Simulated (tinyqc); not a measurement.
# Amplitude against the length of the filling pulse

In DLTS the amplitude of the capacitance transient follows the share of traps filled by the pulse. In the neutral layer an empty trap fills as 1 - exp(-tp/tc), tc = 1/(sn vth(T) Nd), vth(T) = vth (T/300 K)^0.5; emission during the pulse and slow capture at the depletion edge are neglected.

Inputs (values chosen for the exercise):
```
symbol    value   unit                       meaning
vth       3.4e7   cm/s     thermal velocity at 300 K
Nd       3.6e16  cm^-3         shallow donor density
sn      3.2e-17   cm^2         capture cross-section
T           190      K  temperature of the transient
```

Amplitude against the length of the filling pulse:
```
tp (s),tp/tc,amplitude over its full value,ln(1 - that)
1.9e-9,0.059224,0.057505,-0.059224
3.5e-9,0.10910,0.10336,-0.10910
6.4e-9,0.19949,0.18085,-0.19949
1.2e-8,0.37405,0.31206,-0.37405
2.2e-8,0.68576,0.49629,-0.68576
4e-8,1.2468,0.71259,-1.2468
7.4e-8,2.3066,0.90040,-2.3066
1.4e-7,4.3639,0.98727,-4.3639
2.5e-7,7.7927,0.99959,-7.7927
```

The amplitude rises from 0.0575 to 1.00 of its full value. The last column is linear in tp with slope -1/tc, tc = 3.21e-8 s, which gives the cross-section from Nd and vth, independently of the Arrhenius intercept; 99 % filling needs 1.48e-7 s.

tinyqc, about 0.01 s, one thread, Intel Xeon 2.30GHz (shared host): `OMP_NUM_THREADS=1 python tinyqc.py 2050081 2050082 out.jsonl`
